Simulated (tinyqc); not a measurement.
Modulation-doped quantum well, Poisson-Schroedinger loop: one step of the calculation.

A well of width L centred at z = 0 between barriers Vb; effective-mass electrons, parabolic bands. The electrons come from donor sheets outside the mesh, a share fL of Ns on the left and the rest on the right, so the structure is neutral. Energies are counted from the band edge of the well, with U = 0 on the first node in the Hartree part.

Task. Levels and probability densities. Tridiagonal Hamiltonian with psi = 0 one step beyond both ends: H_ii = C (1/m_(i-1/2) + 1/m_(i+1/2))/hz^2 + V0_i + U_i, H_(i,i+1) = -C/(m_(i+1/2) hz^2), C = hbar^2/(2 m0). The lowest 3 level(s) are kept, normalised to hz sum |psi|^2 = 1.

Values chosen for this exercise: mesh step hz = 0.91 nm.

Constants: q = 1.602176634e-19 C, hbar = 1.054571817e-34 J s, m0 = 9.1093837015e-31 kg, hbar^2/(2 m0) = 0.0380998212 eV nm^2. Results are converted to the units shown.

fixed potential V0, node 1 to 16 (eV): [0.18312500, 0.17857500, 0.17402500, 0.02047500, 0.01592500, 0.01137500, 0.00682500, 0.00227500, -0.00227500, -0.00682500, -0.01137500, -0.01592500, -0.02047500, 0.12397500, 0.11942500, 0.11487500]
self-consistent potential U at the start, node 1 to 16 (eV): [0, 0, 0, 0, 0, 0, 0, 0, 0, 0, 0, 0, 0, 0, 0, 0]
mass on the intervals 1/2, 3/2, ... (mean of both at an interface) (m0): [0.091, 0.091, 0.091, 0.07805, 0.0651, 0.0651, 0.0651, 0.0651, 0.0651, 0.0651, 0.0651, 0.0651, 0.0651, 0.07805, 0.091, 0.091, 0.091]

Wanted: levels; |psi|^2 of E1; |psi|^2 of E2; |psi|^2 of E3.

Result.

levels (eV): E1 0.0291, E2 0.1225, E3 0.2611
|psi|^2 of E1, node 1 to 16 (1/nm): [0.0006, 0.0034, 0.0118, 0.0319, 0.0551, 0.0820, 0.1095, 0.1333, 0.1485, 0.1510, 0.1384, 0.1116, 0.0756, 0.0328, 0.0111, 0.0024]
|psi|^2 of E2, node 1 to 16 (1/nm): [0.0052, 0.0233, 0.0625, 0.1264, 0.1538, 0.1367, 0.0836, 0.0260, 0.0000, 0.0227, 0.0780, 0.1262, 0.1307, 0.0792, 0.0357, 0.0091]
|psi|^2 of E3, node 1 to 16 (1/nm): [0.0203, 0.0690, 0.1158, 0.1271, 0.0618, 0.0030, 0.0252, 0.0992, 0.1267, 0.0698, 0.0052, 0.0217, 0.0957, 0.1266, 0.0982, 0.0336]

Program tinyqc, `OMP_NUM_THREADS=1 python tinyqc.py 2140030 2140031 out.jsonl`; Intel Xeon 2.30GHz, shared host, one thread, about 0.1 s.
